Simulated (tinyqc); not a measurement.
Current crowding under a contact, resistor ladder against the transmission-line model: convergence with the number of cells.

A metal contact of length d and width W on a thin layer of the same width. The metal has no resistance, the sheet resistance under it equals Rsh, and current enters the layer at the front edge x = 0.

Cut the contact into n cells of length hc = d/n. Neighbouring cell centres are joined by a = W/(Rsh hc), each centre joins the metal (0 V) by g = W hc/rc, and I enters cell 1 through half a cell: -a v_(i-1) + b_i v_i - a v_(i+1) = I for i = 1 and 0 otherwise, b_i = g + 2 a (g + a at both ends). Rc = v_1/I + 1/(2 a). The error is against Transfer length Lt = sqrt(rc/Rsh); front resistance Rc = (Rsh Lt/W) coth(d/Lt); end resistance Re = (Rsh Lt/W)/sinh(d/Lt).

Inputs (values chosen for the exercise): sheet resistance of the semiconductor layer Rsh = 2900 ohm/sq; specific contact resistivity rc = 5.8e-7 ohm cm^2; contact length d = 0.24 um; contact width W = 4 um.

Result of one run:
```
hc/Lt    Rc (ohm)  error (%)
0.10607    109.82      0.151
```

Which cells n gave this result: 1, 2, 8 or 16?

n = 16.

The whole series:
```
n      hc/Lt  Rc (ohm)  error (%)
1     1.6971    147.42       34.4
2    0.84853    119.91       9.35
4    0.42426    112.28       2.40
8    0.21213    110.32      0.604
16   0.10607    109.82      0.151
32  0.053033    109.70     0.0378
64  0.026517    109.66    9.46e-3
```

The exact Rc is 109.65 ohm. The error falls from 34 % to 0.0095 %, by a factor of 4.0 over the last doubling: second order in the cell length.

Program tinyqc, `OMP_NUM_THREADS=1 python tinyqc.py 2760106 2760107 out.jsonl`; Intel Xeon 2.30GHz, shared host, one thread, about 0.01 s.
